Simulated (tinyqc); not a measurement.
## Core-level spacing from the offsets

Question. For an overlayer B on a substrate A, dEv = (iB - iA) - (cB - vB) + (cA - vA) in binding energies, and dEc + dEv = EgB - EgA. Find dEv and the spacing iB - iA that a thin film must show.

Inputs (values chosen for the exercise):
```
symbol  value  unit                 meaning
EgA      0.73    eV  gap of the substrate A
EgB      4.43    eV  gap of the overlayer B
```

dEc = 1.9081907 eV
cA - vA = 57.041809 eV
cB - vB = 85.81 eV

Solution. The gaps give dEv, and the Kraut relation is solved for the spacing.

dEv = 1.7918 eV
iB - iA = 30.560 eV

Numbers from tinyqc (`OMP_NUM_THREADS=1 python tinyqc.py 2410128 2410129 out.jsonl`; about 0.01 s on one thread of a shared Intel Xeon 2.30GHz).
